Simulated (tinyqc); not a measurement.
Two coupled magnetic layers: synthetic antiferromagnet, spin flop, exchange bias and magnetoresistance: one step, computed by the program tinyqc. Command: `OMP_NUM_THREADS=1 python tinyqc.py 3030836 3030837 out.jsonl saf walk`. One thread of a shared host (Intel(R) Xeon(R) Processor @ 2.30GHz), about 0.4 s of CPU time with the checks.

Moments lie in the plane at the angles p1, p2 from the field. Energy per area: E = J1 cos(p1 - p2) + J2 cos^2(p1 - p2) - B M_s (t1 cos p1 + t2 cos p2) + K (t1 sin^2 p1 + t2 sin^2 p2).

Task: Limit of the antiparallel state. With p1 = 0, p2 = 180 degrees and c2 = J1 - 2 J2 the Hessian is [[c2 + t1 (2K + b), -c2], [-c2, c2 + t2 (2K - b)]], b = B M_s; its determinant vanishes at the positive root of t1 t2 b^2 - c2 (t1 - t2) b - [2K c2 (t1 + t2) + 4 K^2 t1 t2] = 0.

Inputs (values chosen for the exercise, for a model stack):
```
quantity,value,unit
saturation magnetisation M_s,1250,kA/m
thickness t1,1.8,nm
thickness t2,1.8,nm
antiferromagnetic coupling J1,0.084,mJ/m^2
biquadratic coupling J2,0,mJ/m^2
in-plane anisotropy K,3.4,kJ/m^3
```

Field direction: along the easy axis.

Give: stability limit B_sf of the antiparallel state.

Result:

stability limit B_sf of the antiparallel state = 20.88 mT
